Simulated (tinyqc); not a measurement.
Inside a calculation. Model: electron continuity equation in a given potential, Scharfetter-Gummel discretisation.

Numbers from tinyqc (`OMP_NUM_THREADS=1 python tinyqc.py 2220020 2220021 out.jsonl`; about 0.01 s on one thread of a shared Intel Xeon 2.30GHz). Printed values are rounded.

Steady state in one dimension: J = q mu n E + q D dn/dx with E = -dpsi/dx and D = mu Vt, dJ/dx = q (n/tau - G), fixed densities nL and nR at the ends. The potential is given, psi = U x/L - Ub exp(-((x/L - xb)/sb)^2), and is not changed by the electrons.

Parameters, values chosen for the exercise; mobility close to that of silicon at room temperature:
```
symbol,value,unit,meaning
T,250,K,temperature
mu,1360,cm^2/(V s),electron mobility
L,16,um,length of the region
nL,3.6e14,cm^-3,density at x = 0
nR,3.4e13,cm^-3,density at x = L
tau,3.3e-8,s,lifetime
G,0,cm^-3 s^-1,uniform generation rate
U,0.7,V,potential difference psi(L) - psi(0)
Ub,0.23,V,depth of the dip in psi (a barrier for electrons)
xb,0.68,,position of the barrier over L
sb,0.17,,width of the barrier over L
```

Constants: q = 1.602176634e-19 C, kB = 1.380649e-23 J/K, Vt = kB T/q. Results are converted to the units shown.

## Potential on the mesh

12 equal intervals, h = L/12; psi = U x/L - Ub exp(-((x/L - xb)/sb)^2).

| node | psi (V) |
|---|---|
| 0 | 0.000000 |
| 1 | 0.058332 |
| 2 | 0.116641 |
| 3 | 0.174617 |
| 4 | 0.229738 |
| 5 | 0.270790 |
| 6 | 0.275039 |
| 7 | 0.241875 |
| 8 | 0.238077 |
| 9 | 0.330870 |
| 10 | 0.481377 |
| 11 | 0.608552 |
| 12 | 0.693349 |

## Bernoulli factors

d_i = (psi_(i+1) - psi_i)/Vt; B(d) = d/(exp(d) - 1), B(0) = 1. The flux on interval i is J_i = (q D/h) [n_(i+1) B(d_i) - n_i B(-d_i)].

| interval | d_i | B(d_i) | B(-d_i) |
|---|---|---|---|
| 0 | 2.70767 | 0.193483 | 2.90116 |
| 1 | 2.70660 | 0.193630 | 2.90023 |
| 2 | 2.69112 | 0.195744 | 2.88686 |
| 3 | 2.55860 | 0.214689 | 2.77329 |
| 4 | 1.90558 | 0.332952 | 2.23853 |
| 5 | 0.19720 | 0.904638 | 1.10184 |
| 6 | -1.53937 | 1.95977 | 0.420402 |
| 7 | -0.17631 | 1.09074 | 0.914434 |
| 8 | 4.30725 | 0.0588130 | 4.36607 |
| 9 | 6.98625 | 0.00646482 | 6.99271 |
| 10 | 5.90322 | 0.0161637 | 5.91939 |
| 11 | 3.93610 | 0.0783796 | 4.01448 |

The largest |d_i| is 6.99, above 2, where central differences lose the sign pattern that keeps densities positive.

## Tridiagonal system for the inner nodes

Row i (1 to 11): B(-d_(i-1)) n_(i-1) + b_i n_i + B(d_i) n_(i+1) = f_i with b_i = -B(-d_i) - B(d_(i-1)) - h^2/(D tau) and f_i = -G h^2/D; the known end values are moved to the right: f_1 loses B(-d_0) nL and f_11 loses B(d_11) nR. h = L/12, D = mu Vt.

| node | diagonal b | right side f (cm^-3) |
|---|---|---|
| 1 | -3.11210 | -1.04442e15 |
| 2 | -3.09888 | 0 |
| 3 | -2.98742 | 0 |
| 4 | -2.47160 | 0 |
| 5 | -1.45318 | 0 |
| 6 | -1.34343 | 0 |
| 7 | -2.89260 | 0 |
| 8 | -5.47520 | 0 |
| 9 | -7.06991 | 0 |
| 10 | -5.94424 | 0 |
| 11 | -4.04903 | -2.66491e12 |

## Densities and current

B(d_i) and B(-d_i) are the Bernoulli factors of the potential steps, b and f the diagonal and right side. Solve B(-d_(i-1)) n_(i-1) + b_i n_i + B(d_i) n_(i+1) = f_i (end values already in f), then J_i = (q D/h) [n_(i+1) B(d_i) - n_i B(-d_i)], h = L/12, D = mu Vt.

| node | n (cm^-3) |
|---|---|
| 0 | 3.6e14 |
| 1 | 3.58196e14 |
| 2 | 3.63187e14 |
| 3 | 4.42523e14 |
| 4 | 1.27410e15 |
| 5 | 5.77208e15 |
| 6 | 6.11931e15 |
| 7 | 9.49566e14 |
| 8 | 1.59651e14 |
| 9 | 9.86999e13 |
| 10 | 1.16574e14 |
| 11 | 1.71081e14 |
| 12 | 3.4e13 |

| interval | J (A/cm^2) |
|---|---|
| 0 | -34.3303 |
| 1 | -34.0984 |
| 2 | -33.8633 |
| 3 | -33.5769 |
| 4 | -32.7521 |
| 5 | -29.0156 |
| 6 | -25.0543 |
| 7 | -24.4396 |
| 8 | -24.3362 |
| 9 | -24.2723 |
| 10 | -24.1969 |
| 11 | -24.0861 |

Against a mesh 200 times finer the densities are off by at most 23 % of their local values.
